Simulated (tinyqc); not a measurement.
From results back to parameters: periodic multilayer mirror for extreme ultraviolet light. Two cases, with inputs chosen for the exercise.

Problem. With a mean index 1 - dm the Bragg wavelength is lam_B = 2 L sqrt((1 - dm)^2 - sin^2 theta). It is given at 0 degrees and at th2; L and dm are hidden. Then the absorber share is Gm = (dm - delta_S)/(delta_A - delta_S), with the first entries of dS and dA; L is the period.

Find: L; dm; Gm.

Method. The difference of the squares is 4 L^2 sin^2(th2); then 1 - dm = lam_B(0)/(2 L).

Case 1.

Values chosen (out of a larger set: optical constants near those of Mo and Si at 13.5 nm; not measured data): th2 = 15 degrees (second angle); dA = (0.0795, 0.00597) (delta and beta of the absorber, N = 1 - delta + i beta); dS = (0.0009, 0.00171) (delta and beta of the spacer and the substrate).

lam_B at 0 = 13.645800 nm
lam_B at th2 = 13.155924 nm

Solution.

L = 7.000 nm
dm = 0.0253
Gm = 0.31

Case 2.

Values chosen (out of a larger set: optical constants near those of Mo and Si at 13.5 nm; not measured data): th2 = 15 degrees (second angle); dA = (0.0763, 0.00633) (delta and beta of the absorber, N = 1 - delta + i beta); dS = (0.0009, 0.00171) (delta and beta of the spacer and the substrate).

lam_B at 0 = 13.560864 nm
lam_B at th2 = 13.073528 nm

Solution.

L = 6.960 nm
dm = 0.0258
Gm = 0.33

Computed by tinyqc, one run a case: `OMP_NUM_THREADS=1 python tinyqc.py N N+1 out.jsonl` with N = 1680516, 1680569; one thread of a shared Intel(R) Xeon(R) Processor @ 2.30GHz, about 0.01 s a run at most.
